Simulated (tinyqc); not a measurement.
Berg model of reactive sputtering of a nitride or oxide: poisoning, hysteresis and pumping speed. From one set of inputs to another, one input at a time. Computed by tinyqc, a small Python program. Command: `OMP_NUM_THREADS=1 python tinyqc.py 3001779 3001780 out.jsonl berg ladder`. One thread of a shared host (Intel(R) Xeon(R) Processor @ 2.30GHz), about 0.06 s of CPU time with the checks.

A diatomic gas reacts with bare metal on the target and on the collecting surfaces; ions remove metal and compound from the target. theta_t and theta_c are the compound fractions.

The inputs printed are set A. Set A is close to those used for titanium nitride; the values taken over come from a set close to those used for silicon nitride. Inputs not listed in the table keep their values of set A, so the rows need not describe a real material.

Inputs (values chosen for the exercise, close to those used for titanium nitride):
```
quantity,value,unit
ion current density J,5.4,mA/cm^2
target area A_t,100,cm^2
collecting area A_c,4200,cm^2
metal yield Y_m,0.52,-
compound yield Y_c,0.11,-
sticking coefficient alpha,0.29,-
reactive atoms per metal atom z,1,-
gas mass M,28,u
pumping speed S,71,l/s
gas temperature T,300,K
reactive partial pressure P,0.0064,Pa
```

Constants: e = 1.602176634e-19 C; u = 1.6605390666e-27 kg; k_B = 1.380649e-23 J/K.

Method:
- Ion flux j = J/e; gas flux F = P/sqrt(2 pi M k_B T). Target: (2/z) alpha F (1 - theta_t) = j Y_c theta_t. Sputtered flows F_c = j Y_c theta_t A_t, F_m = j Y_m (1 - theta_t) A_t. Collector: (2/z) alpha F (1 - theta_c) A_c + F_c (1 - theta_c) = F_m theta_c. Gas use Q = alpha F [(1 - theta_t) A_t + (1 - theta_c) A_c] + P S/(k_B T); 1 sccm = 4.4780e17 molecules/s. Rate R = F_m + F_c, given relative to j Y_m A_t.
- P is a single-valued function of the flow Q only if dQ/dP > 0 everywhere: S must exceed k_B T times the steepest fall of the surface terms with P.
- Turning points solve dQ/dP = 0; a jump keeps Q fixed; the width of the loop is the difference of the two turning flows.

Each row keeps all changes above it:
```
input moved,from,to,rate relative to clean metal,width of the loop (sccm),pressure of the steepest fall (Pa)
set A,-,-,0.41484,0.2547,0.0018066
sticking coefficient alpha,0.29,0.77,0.30277,0.4541,0.0006804
reactive partial pressure P (Pa),0.0064,0.0035,0.36377,0.4541,0.0006804
collecting area A_c (cm^2),4200,5700,0.36377,0.5128,0.0005928
compound yield Y_c,0.11,0.12,0.38999,0.4901,0.0006310
pumping speed S (l/s),71,390,0.38999,0.1041,0.0006310
ion current density J (mA/cm^2),5.4,42,0.74614,0.8094,0.0049075
target area A_t (cm^2),100,230,0.74614,2.9677,0.0071902
```

Which inputs carry the difference?

Rate relative to clean metal goes from 0.415 to 0.746, a factor 1.80 in all. The largest single move comes from ion current density J (a factor 1.91), and sticking coefficient alpha works against it (a factor 0.730). Width of the loop goes from 0.255 to 2.97, a factor 11.6 in all. The largest single move comes from ion current density J (a factor 7.78), and pumping speed S works against it (a factor 0.212). Pressure of the steepest fall goes from 0.00181 to 0.00719, a factor 3.98 in all. The largest single move comes from ion current density J (a factor 7.78), and sticking coefficient alpha works against it (a factor 0.377). The single moves hold for this order of the switches; the total does not depend on the order.

Caution (rows set A, reactive partial pressure P, collecting area A_c, compound yield Y_c, ion current density J): here dQ/dP is negative, a branch that flow control cannot hold.

Extremes, crossings and ranges named in words are read from the listed rows.
